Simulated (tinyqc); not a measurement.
bcc against fcc: Finnis-Sinclair potential for a bcc metal: fit to cohesion and elasticity, then vacancy, surfaces and structure. Computed by tinyqc, a small Python program. Command: `OMP_NUM_THREADS=1 python tinyqc.py 3113373 3113374 out.jsonl fsfit walk`. One thread of a shared host (Intel(R) Xeon(R) Processor @ 2.30GHz), about 0.01 s of CPU time with the checks.

E = (1/2) sum V(r) - A sqrt(rho), rho = sum phi(r), phi = (r - d)^2 for r < d, V = (r - c)^2 (c0 + c1 r + c2 r^2) for r < c. In bcc the 8 first neighbours lie at sqrt(3) a/2 and the 6 second at a; both cut-offs lie below the third shell; Omega = a^3/2; E is per atom and z the number of atoms in a shell. The four constants A, c0, c1, c2 are fitted to E_c, zero pressure, B and C12 - C44 alone, so C44 and C11 - C12 are not matched singly; defects are unrelaxed.

Inputs (values chosen for the exercise, modelled on molybdenum):
```
quantity             value      unit
lattice constant a   3.147  angstrom
cohesive energy E_c   6.77        eV
target C11             469       GPa
target C12             166       GPa
target C44             108       GPa
density cut-off d/a  1.327         -
pair cut-off c/a     1.048         -
```

Constants: 1 eV/angstrom^3 = 160.2176634 GPa.

Method:
- rho = sum z phi, rho1 = sum z r phi', rho2 = sum z r^2 phi''. At zero pressure the effective pair part V + 2 F' phi obeys C12 = C44, so C12 - C44 = F'' (rho1/3)^2/Omega with F'' = A/(4 rho^(3/2)); this gives A.
- With v_k = (r - c)^2 r^k the rows are (1/2) sum z v_k, (1/2) sum z r v_k' and (1/2) sum z r^2 v_k''. With rho1 = sum z r phi' and rho2 = sum z r^2 phi'' the right-hand sides are: -E_c + A sqrt(rho) (cohesion); A rho1/(2 sqrt(rho)) (zero pressure); 9 B Omega + A [rho2/(2 sqrt(rho)) - rho1^2/(4 rho^(3/2))] with B = (C11 + 2 C12)/3.
- Solve the three equations.
- E of each lattice against the volume per atom, as a multiple of Omega; all neighbours inside the cut-offs are summed.

c0, c1, c2 (eV/angstrom^2, eV/angstrom^3, eV/angstrom^4): 189.753  -145.647  28.199

A = 2.17471 eV/angstrom

Energies (eV/atom):
```
V/Omega      bcc      fcc  fcc less bcc (meV)
0.80     -5.8700  -7.2087             -1338.7
0.84     -6.2886  -7.1589              -870.3
0.88     -6.5383  -6.9225              -384.3
0.92     -6.6784  -6.5921                86.3
0.96     -6.7487  -6.2350               513.7
1.00     -6.7700  -5.8990               871.0
1.05     -6.7366  -5.5562              1180.4
1.10     -6.6253  -5.3322              1293.1
1.20     -6.1499  -5.2787               871.2
```

What follows from these numbers?

The lowest fcc row, at V/Omega = 0.8, lies -439 meV from the bcc minimum; it is the edge of the table, so fcc may go lower still.

Extremes, crossings and ranges named in words are read from the listed rows.
